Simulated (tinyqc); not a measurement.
# From apparent junction depth back to sheet density Q

Model: sputter depth profiling of a dopant layer: erosion rate, quantification and the mixing-roughness response. Computed by tinyqc, a small Python program. Command: `OMP_NUM_THREADS=1 python tinyqc.py 3001975 3001976 out.jsonl sims inv`. One thread of a shared host (Intel(R) Xeon(R) Processor @ 2.30GHz), about 0.08 s of CPU time with the checks.

A rastered ion beam erodes silicon (49.94 atoms per nm^3). The measured profile is the true one convolved with a depth response.

Inputs (values chosen for the exercise, modelled on a dopant in silicon under an oxygen or caesium beam): beam energy E = 0.59 keV; beam current = 100 nA; raster side = 250 um; sputter yield at 1 keV = 0.93; mixing length at 1 keV = 1.7 nm; roughness sigma = 1.4 nm; depth of the layer z0 = 36 nm; relative sensitivity factor RSF = 1.2e+21 1/cm^3; matrix count rate = 330000 1/s; background count rate = 0.52 1/s; counting time per point = 2 s; level that defines the junction C_B = 1e+16 1/cm^3.

True profile: delta layer.

Constants: e = 1.602176634e-19 C.

Method:
- Scaling chosen for the exercise: yield Y = Y1 E^0.5, mixing length w = w1 E^0.5 (E in keV).
- Erosion rate = Y I/(e x raster^2 x density); depth step = rate x counting time; concentration = RSF x counts/matrix counts; detection limit = RSF x 3 sqrt(background x time)/(matrix rate x time).
- Mixing alone turns a layer at z0 into (1/w) exp(-(z - z0 + w)/w) for z > z0 - w; roughness adds a Gaussian of width sigma. With x = z - z0 + w: g(x) = (1/(2w)) exp(sigma^2/(2 w^2) - x/w) erfc((sigma/w - x/sigma)/sqrt2), and its integral G(x) = (1/2) erfc(-x/(sigma sqrt2)) - w g(x). Measured: Q g(x), 1 nm = 1e-7 cm.
- Find the maximum, the full width at half maximum and the deep point where the profile falls to C_B; far down, the trailing edge decays by w ln(10) per decade.

Question. A run gave the result below. Find the sheet density Q, known to lie between 1.1e+14 and 2.2e+14 1/cm^2.

apparent junction depth = 50.69279 nm

Answer.

Each step takes the trial c = (a f_b - b f_a)/(f_b - f_a), f being the result less the target and a, b, c the logarithms of the listed values; c replaces end b, the old b replaces a if the sign of f changed, and otherwise f_a is halved.

Scan of the range:
```
sheet density Q (1/cm^2)  apparent junction depth (nm)
1.10e+14                                       50.2543
1.23e+14                                       50.4001
1.39e+14                                       50.5598
1.56e+14                                       50.7105
1.75e+14                                       50.8606
1.96e+14                                       51.0085
2.20e+14                                       51.1594
```

False position (Illinois rule, in the logarithm of the input) inside the bracket:
```
step     end a     end b        trial  apparent junction depth (nm)
1     1.39e+14  1.56e+14  1.53900e+14                      50.69279
```

Apparent junction depth rises at every point of a 13-point scan of the range (every second point is shown), so one value fits; it is bracketed by 1.39e14 and 1.56e14. Answer: sheet density Q = 1.539e14 1/cm^2.
